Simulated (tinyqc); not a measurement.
Solubility, supersaturation, precipitation and gettering of an impurity in a silicon-like host: one step, computed by the program tinyqc. Command: `OMP_NUM_THREADS=1 python tinyqc.py 3005045 3005046 out.jsonl ripen walk`. One thread of a shared host (Intel(R) Xeon(R) Processor @ 2.30GHz), about 0.01 s of CPU time with the checks.

The wafer was saturated at T1 and is then held at T.

Question. Ham's law for sinks of fixed radius. tau0 = 1/(4 pi n r0 D); C_fixed(t) = C_eq + (C0 - C_eq) exp(-t/tau0). If all excess precipitates, the final radius is r_f = [r0^3 + 3 (C0 - C_eq)/(4 pi n C_p)]^(1/3), with tau_f = 1/(4 pi n r_f D).

Inputs (values chosen for the exercise, modelled on gold in silicon): temperature of saturation T1 = 1375 K; anneal temperature T = 848 K; sink density n = 1.5e+11 1/cm^3; initial sink radius r0 = 18 nm; impurity density in the precipitate C_p = 2.4e+22 1/cm^3; anneal time t = 910 s.

D(T) = 5.060000e-11 cm^2/s

C_eq(T) = 2.279742e+12 1/cm^3

C0 = 5.677011e+16 1/cm^3

Give: tau0; C_fixed(t); final radius r_f; tau_f.

Answer.

tau0 = 5824.7 s

C_fixed(t) = 4.8559e+16 1/cm^3

final radius r_f = 21.251 nm

tau_f = 4933.7 s

The sinks grow 1.2 times, so the fixed radius underrates the later rate. Caution: the barrier to homogeneous nucleation is below 35 k_B T for these inputs, so new precipitates would form and outnumber the fixed sinks assumed here.
